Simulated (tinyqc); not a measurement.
X-ray reflectivity of a thin film on silicon: critical angles, Parratt recursion, fringes and roughness: one step, computed by the program tinyqc. Command: `OMP_NUM_THREADS=1 python tinyqc.py 3120802 3120803 out.jsonl xrr walk`. One thread of a shared host (Intel(R) Xeon(R) Processor @ 2.30GHz), about 0.01 s of CPU time with the checks.

n = 1 - delta + i beta; the classical electron radius is r_e = 2.8179403e-6 nm. Layer 0 is vacuum, 1 the film, 2 the substrate.

Problem. Reflectivity at one angle. k_j = (2 pi/lambda) sqrt(sin^2 theta - 2 delta_j + 2 i beta_j); r_ij = (k_i - k_j)/(k_i + k_j) x exp(-2 k_i k_j sigma^2) (Nevot-Croce); r = (r_01 + r_12 p)/(1 + r_01 r_12 p), p = exp(2 i k_1 d); R = |r|^2.

Inputs (values chosen for the exercise, modelled on TiN on silicon, copper K-alpha radiation): wavelength lambda = 0.15406 nm; film thickness d = 24.3 nm; roughness of the surface sigma_1 = 0.36 nm; roughness of the interface sigma_2 = 0.23 nm; grazing angle theta = 1.48 degrees.

Constants:
```
layer      rho_e (1/nm^3)         delta          beta  critical angle (degrees)  q_c (1/nm)
film             1523.162  1.621354e-05  1.248442e-06                 0.3262695   0.4644873
substrate         711.402  7.572626e-06  1.741704e-07                 0.2229774   0.3174375
```

Give: k_0, k_1, k_2; 1000 r_01; 1000 r_12; p; reflectivity R; q = 4 pi sin(theta)/lambda.

Solution.

k_0, k_1, k_2 (1/nm): [1.053, 1.027+0.002i, 1.041]

1000 r_01 = 9.408-0.748i

1000 r_12 = -5.996+0.760i

p = 0.8571-0.2949i

reflectivity R = 2.299e-05

q = 4 pi sin(theta)/lambda = 2.107 1/nm
